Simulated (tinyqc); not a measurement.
Free and nearly free electrons in a metal, step by step. Values are carried at full precision from step to step, so a last printed digit may differ when a step is redone from the rounded ones.

The cubic cell holds 2 atoms: n = 2 z/a^3, kF = (3 pi^2 n)^(1/3), EF = c kF^2/m, vF = 2 c kF/(m hbar), c = hbar^2/2m0; rs = (3/(4 pi n))^(1/3)/a0; D(EF) = 3 n/(2 EF).

Constants: hbar^2/2m0 = 3.80998211 eV angstrom^2; hbar = 6.58211957e-16 eV s; a0 (Bohr radius) = 0.5291772105 angstrom; kB = 8.617333262e-05 eV/K.

Parameters, chosen for this exercise (near those of Li; not measured data):
```
symbol  value  unit          meaning
a       3.471  angstrom      bcc lattice constant
z       1                    free electrons an atom
m       1      m0            mass
rho     9.44   micro-ohm cm  bulk resistivity
T       300    K
V       1.13   eV            |V_G| for G = (110)
x       0.77                 k along G as a share of |G|/2
```

## The Fermi sphere

Evaluate the free-electron quantities.

n = 0.04783 1/angstrom^3
kF = 1.1230 1/angstrom
EF = 4.804 eV
vF = 1.300e+06 m/s
rs = 3.230
D(EF) per atom = 0.3122 1/eV

## Relaxation time and mean free path

Drude: 1/rho = n e^2 tau/(m m0) with e = 1.602176634e-19 C and m0 = 9.1093837e-31 kg; mean free path l = vF tau; rho l = hbar kF/(n e^2) = 12 pi^3 hbar/(e^2 S) with S = 4 pi kF^2 does not depend on tau or m.

Use SI units: n in 1/m^3 (1e30 per 1/angstrom^3), rho in ohm m (1e-8 per micro-ohm cm).

tau = 7.86 fs
l = 10.22 nm
rho l = 9.646 1e-16 ohm m^2

Wires lose conductivity to surfaces and grain boundaries, with an excess that scales as rho l over the width and is of the order of rho itself at a width of l = 10 nm.

## Thermal quantities

gamma = (pi^2/3) kB^2 D(EF) per atom, times 96485.33 x 1e3 for mJ/(mol K^2); mu(T) = EF (1 - (pi kB T/EF)^2/12); Wiedemann-Franz kappa = L0 T/rho with L0 = (pi^2/3) (kB/e)^2, kB/e in V/K.

gamma = 0.736 mJ/(mol K^2)
mu - EF = -0.1144 meV
kappa = 78 W/(m K)

## The sphere against the zone faces

Take G = (hkl) 2 pi/a for (110), (200) and (211), with the number of equivalent faces. The Bragg plane of G lies at |G|/2 with |G| = (2 pi/a) sqrt(h^2 + k^2 + l^2). Where kF exceeds it, the sphere cuts the plane in a circle of radius sqrt(kF^2 - G^2/4).

Distance and circle for each G:
```
G      faces  |G|/2 (1/angstrom)  kF/(|G|/2)  circle radius
(110)     12              1.2800      0.8773              -
(200)      6              1.8102      0.6204              -
(211)     24              2.2170      0.5065              -
```

The sphere stays inside the first zone; it reaches 0.877 of the way to the nearest faces.

## Two plane waves near the face

Two plane waves k and k - G, G = (110) (2 pi/a): H = [[c k^2/m, V], [V, c (k - G)^2/m]] with c = hbar^2/2m0.

Build H for k along G, diagonalise, and give the weight of the first wave in the lower state and its velocity along G relative to a free electron, (w k + (1 - w)(k - G))/k.

H (eV):
```
        1       2
1  3.7010  1.1300
2  1.1300  9.4439
```

levels (eV): 3.4867  9.6583

w = 0.9653
v/v_free = 0.9098

The splitting is 6.172 eV here and 2V = 2.26 eV on the face, where the normal velocity vanishes. There the lower band lies at 5.112 eV, above the free EF of 4.804 eV, so the Fermi surface does not reach the face.

## Checks

- Lower level against the closed form of the 2 x 2 problem (eV): both 3.4867.
- The product rho l against hbar kF/(n e^2) (1e-16 ohm m^2): both 9.646.

Program tinyqc; command `OMP_NUM_THREADS=1 python tinyqc.py 1681551 1681552 out.jsonl`; about 0.01 s on one thread of a shared Intel(R) Xeon(R) Processor @ 2.30GHz.
